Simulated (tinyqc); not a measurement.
One share for all, or one for each: linear model of a band gap against the share of exact exchange.

E(alpha) = E0 + S alpha. A wider gap screens less, modelled in the Penn form eps(alpha) = 1 + (e0 - 1)(EP/(EP + S alpha))^2 with a scale EP chosen for the exercise. A dielectric-dependent hybrid takes alpha = 1/eps.

Errors of the gap (eV) against each target; e0, EP, S and the gaps are values chosen for the exercise.

Results:
```
case          E0 (eV)  S (eV)     e0  EP (eV)  target Et (eV)  alpha needed  error, alpha = 0  error, 0.25  error, self-consistent
like MgO         4.74   10.38   3.30     27.2            7.82         0.297             -3.08        -0.48                    0.66
like SiC         2.23    6.26   7.26     18.6            3.32         0.174             -1.09         0.47                   -0.15
like HfO2        4.05    8.89   4.91     18.0            5.74         0.190             -1.69         0.53                    0.47
like GaAs        0.52    5.17  11.88     11.2            1.52         0.193             -1.00         0.29                   -0.53
like TiO2        1.93    8.63   7.88     14.0            3.34         0.163             -1.41         0.75                   -0.14
like GaN         1.85    6.98   5.83     19.8            3.48         0.234             -1.63         0.12                   -0.30
like diamond     4.05    7.21   6.50     25.2            5.57         0.211             -1.52         0.28                   -0.32
```

What does the comparison show?

Mean absolute errors: 1.63, 0.42 and 0.37 eV for alpha = 0, 0.25 and the self-consistent value. A fixed quarter overshoots for SiC, HfO2, GaAs, TiO2, GaN and diamond and falls short for MgO; the alpha needed runs between 0.163 and 0.297 and its correlation with 1/e0 over these cases is 0.82.

Computed by tinyqc, a small Python program: `OMP_NUM_THREADS=1 python tinyqc.py 1881115 1881116 out.jsonl` (the numbers bound the seed that draws the inputs); one thread of a shared host (Intel(R) Xeon(R) Processor @ 2.30GHz), about 0.01 s for the whole set of steps.
